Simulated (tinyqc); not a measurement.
# Worked calculation: current crowding under a contact, resistor ladder against the transmission-line model

Program tinyqc, `OMP_NUM_THREADS=1 python tinyqc.py 2760162 2760163 out.jsonl`; Intel Xeon 2.30GHz, shared host, one thread, about 0.01 s. Printed values are rounded.

A metal contact of length d and width W on a thin layer of the same width. The metal has no resistance, the sheet resistance under it equals Rsh, and current enters the layer at the front edge x = 0.

Parameters, values chosen for the exercise: sheet resistance of the semiconductor layer Rsh = 3500 ohm/sq; specific contact resistivity rc = 2.4e-9 ohm cm^2; contact length d = 0.0035 um; contact width W = 0.14 um; cells n = 9; current I = 0.5 mA.

Range of the model: Lt is below 20 nm, near the thickness of a real layer, where current spreads in depth and the line model fails.

## Conductances of the ladder

Cut the contact into n cells of length hc = d/n. Neighbouring cell centres are joined by a = W/(Rsh hc), each centre joins the metal (0 V) by g = W hc/rc, and I enters cell 1 through half a cell: -a v_(i-1) + b_i v_i - a v_(i+1) = I for i = 1 and 0 otherwise, b_i = g + 2 a (g + a at both ends). Rc = v_1/I + 1/(2 a).

a = 0.102857 S
g = 2.26852e-4 S

| cell | b_i (S) |
|---|---|
| 1 | 0.103084 |
| 2 | 0.205941 |
| 3 | 0.205941 |
| 4 | 0.205941 |
| 5 | 0.205941 |
| 6 | 0.205941 |
| 7 | 0.205941 |
| 8 | 0.205941 |
| 9 | 0.103084 |

## Voltages and the share of the current

Cut the contact into n cells of length hc = d/n. Neighbouring cell centres are joined by a = W/(Rsh hc), each centre joins the metal (0 V) by g = W hc/rc, and I enters cell 1 through half a cell: -a v_(i-1) + b_i v_i - a v_(i+1) = I for i = 1 and 0 otherwise, b_i = g + 2 a (g + a at both ends). Rc = v_1/I + 1/(2 a). Cell i passes g v_i to the metal.

| cell | v_i (mV) | share of the current (%) |
|---|---|---|
| 1 | 256.973 | 11.6589 |
| 2 | 252.678 | 11.4641 |
| 3 | 248.941 | 11.2946 |
| 4 | 245.753 | 11.1499 |
| 5 | 243.107 | 11.0299 |
| 6 | 240.997 | 10.9341 |
| 7 | 239.419 | 10.8625 |
| 8 | 238.369 | 10.8149 |
| 9 | 237.844 | 10.7911 |

Rc of the ladder = 518.806 ohm

The first cell passes 11.7 % of the current and the last 10.8 %; an even spread would give 11.1 % each.

## The transmission-line result

Transfer length Lt = sqrt(rc/Rsh); front resistance Rc = (Rsh Lt/W) coth(d/Lt); end resistance Re = (Rsh Lt/W)/sinh(d/Lt). v(x) = I (Rsh Lt/W) cosh((d - x)/Lt)/sinh(d/Lt) at the cell centres x = (i - 1/2) d/n.

Lt = 0.00828079 um
Rc = 518.621 ohm
Re = 475.511 ohm

| cell | v(x) (mV) |
|---|---|
| 1 | 256.951 |
| 2 | 252.656 |
| 3 | 248.919 |
| 4 | 245.731 |
| 5 | 243.084 |
| 6 | 240.974 |
| 7 | 239.396 |
| 8 | 238.346 |
| 9 | 237.821 |

The ladder's Rc is 0.036 % above this value, with cells 0.047 Lt long.
